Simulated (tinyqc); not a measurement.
AlGaN/GaN HEMT with access regions, lumped model: two steps of the calculation.

A polarisation-induced electron sheet under a Schottky gate, in series with two ungated access regions and contacts. Drift law v = mu E/(1 + mu E/vs) under the gate. Currents in mA/mm, resistances in ohm mm. No self-heating, no channel-length modulation; fits for polarisation, barrier and offset are chosen for the exercise.

Parameters, values chosen for the exercise; values close to those of AlGaN/GaN structures:
```
symbol  value        unit                                               meaning
x        0.29                                    aluminium share of the barrier
d          30          nm                                     barrier thickness
eps_r     9.5                      relative permittivity of barrier and channel
mu       1200  cm^2/(V s)                                      channel mobility
vs        1e7        cm/s                                   saturation velocity
Lg       0.15          um                                           gate length
Ls        1.5          um                                  source access length
Ld          8          um                                   drain access length
Rc       0.33      ohm mm                            resistance of each contact
ft       0.31              share of the drain-access electrons removed by traps
Vg          0           V                                          gate voltage
Ec          3       MV/cm                                        critical field
te       0.32          um          depth over which the depleted charge spreads
tf        100          nm                       insulator under the field plate
ei        7.5                           relative permittivity of that insulator
```

Constants: q = 1.602176634e-19 C, eps0 = 8.8541878128e-14 F/cm where lengths are in cm. Results are converted to the units shown.

Question 1. Polarisation charge, threshold and sheet resistance. sigma = (5e13 x + 1.6e13 x^2) cm^-2, phiB = 0.84 + 1.3 x, dEc = 0.7 (1.71 x + x^2) in volts, Cb = eps0 eps_r/d, VT = phiB - dEc - q sigma/Cb, access density n0 = -Cb VT/q. Rsh = 1/(q mu n0); largest access current q n0 vs.

Wanted: sigma; Cb; VT; n0; Rsh; q n0 vs.

Answer 1.

sigma = 1.585e13 cm^-2
Cb = 0.2804 uF/cm^2
VT = -8.244 V
n0 = 1.443e13 cm^-2
Rsh = 360.5 ohm
q n0 vs = 2311 mA/mm

Question 2. On-resistance and breakdown. Ron = 2 Rc + Ls/(q mu n0) + Ld/(q mu (1 - ft) n0) + Lg/(mu Cb (Vg - VT)). Off state: a depleted stretch that holds the voltage V has the peak field sqrt(k V), k = 2 q n0/(eps0 eps_r te), so one edge holds V1 = Ec^2/k. The sheet under the plate pinches off at Vf = q n0 (1/Cb + tf/(eps0 ei)); beyond it the gate edge is screened. BV = V1 if Vf >= V1, else Vf + V1, and at most Ec Ld. Specific resistance Ron (Ls + Lg + Ld); figure of merit BV^2 over it.

Find: Ron; Vf; V1; BV; specific resistance; figure of merit.

Answer 2.

Ron = 5.4351 ohm mm
Vf = 43.050 V
V1 = 52.404 V
BV = 95.454 V
specific resistance = 0.52448 mohm cm^2
figure of merit = 17.372 MW/cm^2

The plate raises BV by a factor of 1.82.

Numbers from tinyqc (`OMP_NUM_THREADS=1 python tinyqc.py 2570055 2570056 out.jsonl`; about 0.02 s on one thread of a shared Intel Xeon 2.30GHz).
